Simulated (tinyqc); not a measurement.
Worked calculation: hydrogen passivation and dissociation of interface defects with a spread of activation energies. Computed by tinyqc, a small Python program that keeps every step. Command: `OMP_NUM_THREADS=1 python tinyqc.py 3000597 3000598 out.jsonl passivation walk`. One thread of a shared host (Intel(R) Xeon(R) Processor @ 2.30GHz), about 0.01 s of CPU time with the checks. Intermediate numbers are printed to about 5 digits and carried at full precision; extremes and crossings named in words are read from the listed rows.

Active defects P react as P + H2 -> HP + H and HP -> P + H; released atomic hydrogen is removed. All defects start active. Activation energies are normally distributed, independently for the two reactions.

Inputs (values chosen for the exercise, for a model interface): defect density N_0 = 1.7e+12 cm^-2; mean passivation energy E_f = 1.64 eV; spread s_f = 0.068 eV; prefactor k_f0 = 8.7e-09 cm^3/s; mean dissociation energy E_d = 2.89 eV; spread s_d = 0.077 eV; prefactor k_d0 = 1.7e+13 1/s; dissolved hydrogen [H2] = 1.4e+17 cm^-3; anneal temperature T = 750 K; anneal time t = 560 s.

Ambient: hydrogen.

Constants: k_B = 8.617333262e-05 eV/K.

## Sites at the mean energies

a = k_f0 [H2] exp(-E_f/k_B T), b = k_d0 exp(-E_d/k_B T); the active share of one kind of site is b/(a + b) + (a/(a + b)) exp(-(a + b) t).

passivation rate a = 0.011623 1/s

dissociation rate b = 6.4640e-07 1/s

active share, single energy = 0.0015448

steady active share, single energy = 5.5609e-05

## A five-point average

Gauss-Hermite nodes for a unit normal variable, z = 0, +/-1.355626, +/-2.856970 with weights 0.533333, 0.222076, 0.011257; E_f + s_f z is varied at the mean E_d.

Nodes:
```
z            weight  energy (eV)  rate (1/s)  active share
-2.856970  0.011257       1.4457  2.3485e-01    2.7524e-06
-1.355626  0.222076       1.5478  4.8392e-02    1.3358e-05
0.000000   0.533333       1.6400  1.1623e-02    1.5448e-03
1.355626   0.222076       1.7322  2.7919e-03    2.0952e-01
2.856970   0.011257       1.8343  5.7527e-04    7.2464e-01
```

active share, five points = 0.055514

## Average over the spread

Full average: z from -5 to 5 in steps of 0.125 with normalised weights exp(-z^2/2), energy = mean + spread x z, over both energies.

active share = 0.053352

active defects = 9.0699e+10 cm^-2

The spread changes the active share from 0.00154 to 0.0534: sites that passivate slowly or dissociate easily weigh most in the average.

## Isochronal anneals

The formulas are those given above.

Same time, other temperatures:
```
T (K)     a (1/s)     b (1/s)  active share, single energy  active share, spread
450    5.2294e-10  7.3093e-20                   1.0000e+00            1.0000e+00
525    2.1996e-07  3.0738e-15                   9.9988e-01            9.9962e-01
600    2.0429e-05  9.0265e-12                   9.8862e-01            9.7455e-01
675    6.9319e-04  4.4950e-09                   6.7829e-01            6.1193e-01
750    1.1623e-02  6.4640e-07                   1.5448e-03            5.3352e-02
825    1.1673e-01  3.7666e-05                   3.2258e-04            1.0450e-03
900    7.9809e-01  1.1147e-03                   1.3948e-03            3.2981e-03
975    4.0596e+00  1.9590e-02                   4.8024e-03            9.7885e-03
1050   1.6368e+01  2.2859e-01                   1.3773e-02            2.4558e-02
1125   5.4799e+01  1.9223e+00                   3.3890e-02            5.3226e-02
```

The active share is lowest, 0.00105, at 825 K of those listed: below, passivation is too slow for this time, and above, dissociation competes. A single energy would promise 3.23e-4 (at 825 K), so among these rows the spread raises the floor by a factor 3.2.

## Isothermal kinetics

Times are decades about 1/(a + b) of the mean site. The last column is the part of the change still to come; rows stop once it is below 1e-5.

Against time:
```
t (s)  active share, single energy  active share, spread  unreacted part
0.09                    9.9895e-01            9.9819e-01      9.9819e-01
0.9                     9.8959e-01            9.8228e-01      9.8228e-01
9                       9.0068e-01            8.5307e-01      8.5304e-01
90                      3.5132e-01            3.7207e-01      3.7194e-01
900                     8.4221e-05            2.4611e-02      2.4420e-02
9000                    5.5609e-05            2.7450e-04      7.8313e-05
```

A single energy finishes within about two decades of time. With the spread the unreacted part is 0.98 at 0.9 s and still 0.024 at 900 s, where one energy leaves 2.9e-5: a width of s/k_B T = 1.05 in ln(rate) stretches the decay only mildly.

Checks made by the program: the average on a grid twice as fine (relative difference 7e-07).
